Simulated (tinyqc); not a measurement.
Inside a calculation. Model: trench capacitor in an array: capacitance, non-linearity, leakage and relaxation.

tinyqc, about 0.01 s, one thread, Intel Xeon 2.30GHz (shared host): `OMP_NUM_THREADS=1 python tinyqc.py 2102095 2102096 out.jsonl` Printed values are rounded.

A film between two metal electrodes, each interface adding a series capacitance ci. The small-signal permittivity is ek (1 + aq E^2); the field is found with the linear permittivity. Leakage J = J0 sinh(E/Ef). After a voltage step the film passes a relaxation current kr C V tt^(-nr), tt being the time in seconds. The sidewall is a coaxial capacitor with radii a = dm/2 - t and b = dm/2, depth AR dm; the end face is left out.

Values chosen for this exercise; permittivity of the order of that of strontium titanate:

| symbol | value | unit | meaning |
|---|---|---|---|
| ek | 158 |  | relative permittivity of the film |
| t | 11 | nm | film thickness |
| ci | 43 | uF/cm^2 | capacitance of each electrode interface (dead layer and screening) |
| aq | -0.038 | cm^2/MV^2 | quadratic field coefficient of the permittivity |
| V | 1.5 | V | bias |
| J0 | 9.1e-11 | A/cm^2 | leakage prefactor |
| Ef | 0.16 | MV/cm | field for an e-fold rise of the leakage |
| dm | 78 | nm | diameter of the hole |
| AR | 30 |  | aspect ratio, depth over diameter |
| pt | 120 | nm | pitch of the square array |
| rho | 100 | uohm cm | resistivity of the inner electrode |

Constants: eps0 = 8.8541878128e-14 F/cm where lengths are in cm. Results are converted to the units shown.

## Planar capacitance, field and non-linearity

Planar film: Cf = eps0 ek/t, 1/C = 1/Cf + 2/ci, EOT = 3.9 eps0/C, effective permittivity C t/eps0, E = (V/t) C/Cf; quadratic coefficient [C(V)/C - 1]/V^2 with Cf (1 + aq E^2) in C(V).

Cf = 12.7178 uF/cm^2
C = 7.99096 uF/cm^2
EOT = 0.432130 nm
effective permittivity = 99.2757
E = 0.856810 MV/cm
quadratic coefficient = -7871.95 ppm/V^2
J = 9.63110e-9 A/cm^2

The interfaces take 37.2 % of the voltage.

## Cell capacitance, fields and time constant

Per length 1/c = ln(b/a)/(2 pi eps0 ek) + (1/a + 1/b)/(2 pi ci); cell capacitance c AR dm; per footprint over pt^2; fields c V/(2 pi eps0 ek r) at r = a and b; resistance of the inner electrode rho AR dm/(pi a^2); time constant R C/3 of the distributed line.

a = 28 nm
b = 39 nm
cell capacitance = 38.7375 fF
capacitance per footprint = 269.010 uF/cm^2
field at a = 1.00893 MV/cm
field at b = 0.724363 MV/cm
R = 0.950058 kohm
R C/3 = 12.2676 ps

The array gives 33.7 times the planar capacitance per footprint; curvature makes the field at the inner electrode 1.18 times the planar value.
